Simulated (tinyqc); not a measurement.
Capacitance of parallel on-chip lines from Laplace's equation on a mesh: two steps of the calculation.

Cross-section of an endless row of equal lines between two grounded planes; neighbours are driven in antiphase (+1 V and -1 V), so the plane midway between two lines is at 0 V. By symmetry one quarter is solved: x runs from the centre of a line (column 0, mirror) to that midplane (column 3, 0 V), y from the mid-height of the line (row 0, mirror) to the ground plane (row 5, 0 V). The line fills columns 0 to 1 and rows 0 to 2 at 1 V. Cells beside the line (below row 2) have e2, cells above have e1. Each link between nodes has the conductance g = mean permittivity of the two cells beside it (a cell beyond a mirror counts as 0), and the free nodes obey sum g (V_neighbour - V) = 0.

Values chosen for this exercise:

| symbol | value | unit | meaning |
|---|---|---|---|
| e1 | 2.7 |  | relative permittivity above and below the lines |
| e2 | 3.9 |  | relative permittivity between the lines |
| om | 1.4 |  | over-relaxation factor |

Constants: eps0 = 8.8541878128e-12 F/m. Results are converted to the units shown.

Task 1. Relaxation sweep. One sweep visits the free nodes row by row from row 0, left to right, and replaces V by V + om (weighted mean of the neighbours - V), using new values at once.

V after sweep 1 (V):
```
           col 0      col 1      col 2      col 3
row 0  1.0000000  1.0000000  0.3500000  0.0000000
row 1  1.0000000  1.0000000  0.4725000  0.0000000
row 2  1.0000000  1.0000000  0.5454432  0.0000000
row 3  0.3500000  0.4725000  0.3562801  0.0000000
row 4  0.1225000  0.2082500  0.1975855  0.0000000
row 5  0.0000000  0.0000000  0.0000000  0.0000000
```

gx:
```
       col 0  col 1  col 2
row 0   1.95   1.95   1.95
row 1    3.9    3.9    3.9
row 2    3.3    3.3    3.3
row 3    2.7    2.7    2.7
row 4    2.7    2.7    2.7
row 5   1.35   1.35   1.35
```

gy:
```
       col 0  col 1  col 2  col 3
row 0   1.95    3.9    3.9   1.95
row 1   1.95    3.9    3.9   1.95
row 2   1.35    2.7    2.7   1.35
row 3   1.35    2.7    2.7   1.35
row 4   1.35    2.7    2.7   1.35
```

Wanted: V after sweep 2.

Result 1.

V after sweep 2 (V):
```
        col 0   col 1   col 2   col 3
row 0  1.0000  1.0000  0.5407  0.0000
row 1  1.0000  1.0000  0.5412  0.0000
row 2  1.0000  1.0000  0.4577  0.0000
row 3  0.5836  0.5629  0.2838  0.0000
row 4  0.3010  0.2882  0.1212  0.0000
row 5  0.0000  0.0000  0.0000  0.0000
```

Task 2. Capacitance per length. C = 4 eps0 sum g (difference of V)^2 over all links (twice the energy of the four quarters, line at 1 V). Plate estimate without fringing: eps0 [2 e1 w/hd + 2 e2 t/(s/2)], w = 2 hx, t = 4 hx, s/2 = 2 hx, hd = 3 hx.

converged V (V):
```
           col 0      col 1      col 2      col 3
row 0  1.0000000  1.0000000  0.4927456  0.0000000
row 1  1.0000000  1.0000000  0.4854912  0.0000000
row 2  1.0000000  1.0000000  0.4492193  0.0000000
row 3  0.5724748  0.5173414  0.2726959  0.0000000
row 4  0.2552162  0.2241951  0.1242227  0.0000000
row 5  0.0000000  0.0000000  0.0000000  0.0000000
```

gx:
```
       col 0  col 1  col 2
row 0   1.95   1.95   1.95
row 1    3.9    3.9    3.9
row 2    3.3    3.3    3.3
row 3    2.7    2.7    2.7
row 4    2.7    2.7    2.7
row 5   1.35   1.35   1.35
```

gy:
```
       col 0  col 1  col 2  col 3
row 0   1.95    3.9    3.9   1.95
row 1   1.95    3.9    3.9   1.95
row 2   1.35    2.7    2.7   1.35
row 3   1.35    2.7    2.7   1.35
row 4   1.35    2.7    2.7   1.35
```

Find: C; plate estimate.

Result 2.

C = 237.1 aF/um
plate estimate = 170.0 aF/um

Numbers from tinyqc (`OMP_NUM_THREADS=1 python tinyqc.py 2790223 2790224 out.jsonl`; about 0.9 s on one thread of a shared Intel Xeon 2.30GHz).
